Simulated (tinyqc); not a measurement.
# Round nanowire with a gate all round, subbands and threshold shift from confinement: what changes with what

Undoped body with a flat potential across it, hard walls, transport along x. One isotropic valley (g = 1, mx = my = mz = me). Non-parabolicity enters the subband edges through E (1 + al E) = gamma, so E = 2 gamma/(1 + sqrt(1 + 4 al gamma)); motion within a subband is taken as parabolic with the band-edge mass. Energies are counted from the bulk band edge.

Parameters, values chosen for the exercise; masses close to those of InAs:
```
symbol   value     unit                                                meaning
T          300        K                                            temperature
me      0.0231       m0                                  mass at the band edge
al         2.8     1/eV                                       non-parabolicity
t         10.7       nm                                               diameter
dl           0       nm  widening of the box by penetration into the insulator
Cg         2.9  uF/cm^2                 gate capacitance per area of interface
```

Constants: q = 1.602176634e-19 C, kB = 1.380649e-23 J/K, hbar = 1.054571817e-34 J s, m0 = 9.1093837015e-31 kg, Vt = kB T/q, hbar^2/(2 m0) = 0.0380998212 eV nm^2. Results are converted to the units shown.

Each table varies one quantity; the others keep the values above.

## Confinement against the diameter

gamma = C (2 z/(t + dl))^2 (1/my + 1/mz)/2, z the zeros of the Bessel functions J_l (2.404826, 3.831706, 5.135622, 5.520078, ...), twofold for l > 0; the mean inverse mass is an approximation for anisotropic valleys, C = hbar^2/(2 m0). Each subband has N_k = g sqrt(2 mx m0 kB T/(pi hbar^2)); without degeneracy n = exp(EF/Vt) sum N_k exp(-E_k/Vt). Classical value Nc times pi t^2/4, Nc = sum over valleys of 2 g (m m0 kB T/(2 pi hbar^2))^1.5 with m = (mx my mz)^(1/3). Threshold shift dVT = Vt ln(classical value/sum N_k exp(-E_k/Vt)). With degeneracy n = sum N_k F((EF - E_k)/Vt), F(x) = (1/sqrt(pi)) int_0^infinity u^(-1/2) du/(1 + exp(u - x)); gate: Vg = EF + q n/(Cg P), P = pi t, summed over the 60 lowest subbands at most, with Vg counted from the value that would put EF at the bulk band edge of an empty body. The last two columns are for Vg = 0.7 V; sensitivity d(dVT)/dt by central differences between 0.99 and 1.01 times the value.

Result of one run:

| t (nm) | E_1 (meV) | gap to the next edge (meV) | dVT (mV) | sensitivity (mV/nm) | n/P (cm^-2) | share of the lowest subband (%) |
|---|---|---|---|---|---|---|
| 9.8 | 238.3 | 209.3 | 177.2 | -29.47 | 2.139e12 | 44.02 |

What becomes of these results when the diameter t is changed from 9.8 to 12 nm, all else the same?

Result of the changed run:

| t (nm) | E_1 (meV) | gap to the next edge (meV) | dVT (mV) | sensitivity (mV/nm) | n/P (cm^-2) | share of the lowest subband (%) |
|---|---|---|---|---|---|---|
| 12 | 177.1 | 166.0 | 126.4 | -17.92 | 2.668e12 | 30.13 |

The whole series:

| t (nm) | E_1 (meV) | gap to the next edge (meV) | dVT (mV) | sensitivity (mV/nm) | n/P (cm^-2) | share of the lowest subband (%) |
|---|---|---|---|---|---|---|
| 3 | 1065 | 725.3 | 942.5 | -388.7 | 5.580e5 | 100.0 |
| 3.8 | 809.1 | 570.4 | 699.0 | -237.8 | 8.446e9 | 100.0 |
| 4.8 | 610.9 | 448.8 | 512.9 | -145.3 | 6.831e11 | 100.0 |
| 6.1 | 452.4 | 349.7 | 366.8 | -86.68 | 1.108e12 | 99.88 |
| 7.7 | 333.0 | 272.9 | 259.4 | -51.64 | 1.527e12 | 71.08 |
| 9.8 | 238.3 | 209.3 | 177.2 | -29.47 | 2.139e12 | 44.02 |
| 12 | 177.1 | 166.0 | 126.4 | -17.92 | 2.668e12 | 30.13 |
| 16 | 113.2 | 116.9 | 76.85 | -8.375 | 3.404e12 | 18.26 |
| 20 | 78.24 | 87.24 | 52.25 | -4.457 | 3.996e12 | 12.48 |

As t grows from 3 to 20 nm, E_1 falls from 1060 to 78.2 meV and dVT falls from 942 to 52.2 mV. E_1 goes as t^(-1.16) at the thin end (-2 for a parabolic band without penetration); a thickness error of 0.2 nm moves the threshold by 78 mV in the first row and 0.89 mV in the last. The charge per interface area rises from 5.58e5 to 4.00e12 cm^-2. For t = 7.7, 9.8, 12, 16, 20 the charge in the last two columns would bend the potential across the body by some 30 mV or more, which is left out.

## Charge and subband filling against gate voltage

Same model as above.

Each subband has N_k = g sqrt(2 mx m0 kB T/(pi hbar^2)). Cq = q dn/dEF.

Result of one run:

| Vg (V) | EF - E_1 (eV) | n (cm^-1) | n/P (cm^-2) | share of the lowest subband (%) | Cq/(Cg P) | total C/(Cg P) |
|---|---|---|---|---|---|---|
| 0.18 | -0.03265 | 1.675e5 | 4.983e10 | 99.84 | 0.08961 | 0.08224 |

What becomes of these results when the gate voltage Vg is changed from 0.18 to 1.06 V, all else the same?

Result of the changed run:

| Vg (V) | EF - E_1 (eV) | n (cm^-1) | n/P (cm^-2) | share of the lowest subband (%) | Cq/(Cg P) | total C/(Cg P) |
|---|---|---|---|---|---|---|
| 1.06 | 0.5646 | 1.737e7 | 5.168e12 | 21.42 | 0.9476 | 0.4866 |

The whole series:

| Vg (V) | EF - E_1 (eV) | n (cm^-1) | n/P (cm^-2) | share of the lowest subband (%) | Cq/(Cg P) | total C/(Cg P) |
|---|---|---|---|---|---|---|
| 0.06 | -0.1499 | 2138 | 6.359e8 | 99.87 | 0.001356 | 0.001354 |
| 0.18 | -0.03265 | 1.675e5 | 4.983e10 | 99.84 | 0.08961 | 0.08224 |
| 0.31 | 0.07818 | 1.334e6 | 3.969e11 | 98.58 | 0.1727 | 0.1473 |
| 0.43 | 0.1763 | 2.666e6 | 7.930e11 | 77.29 | 0.3798 | 0.2752 |
| 0.56 | 0.2654 | 5.155e6 | 1.534e12 | 49.33 | 0.4230 | 0.2972 |
| 0.69 | 0.3555 | 7.581e6 | 2.255e12 | 38.90 | 0.5810 | 0.3675 |
| 0.81 | 0.4253 | 1.064e7 | 3.164e12 | 30.34 | 0.7853 | 0.4399 |
| 0.94 | 0.4995 | 1.403e7 | 4.175e12 | 24.94 | 0.7413 | 0.4257 |
| 1.06 | 0.5646 | 1.737e7 | 5.168e12 | 21.42 | 0.9476 | 0.4866 |

EF passes E_1 = 0.210 eV at Vg = 0.217 V. The share of the lowest subband falls from 99.9 to 21.4 % and the total capacitance moves up and down between 0.00135 and 0.487 of Cg P. Between the last two rows 54 % of the added gate voltage goes into raising EF. For Vg = 0.43, 0.56, 0.69, 0.81, 0.94, 1.06 the charge would bend the potential across the body by some 30 mV or more, which is left out.

Range of the model: Non-parabolicity also makes carriers heavier within each subband, which is left out, so densities of states are understated at high energy.

Numbers from tinyqc (`OMP_NUM_THREADS=1 python tinyqc.py 2350102 2350103 out.jsonl`; about 0.1 s on one thread of a shared Intel Xeon 2.30GHz).
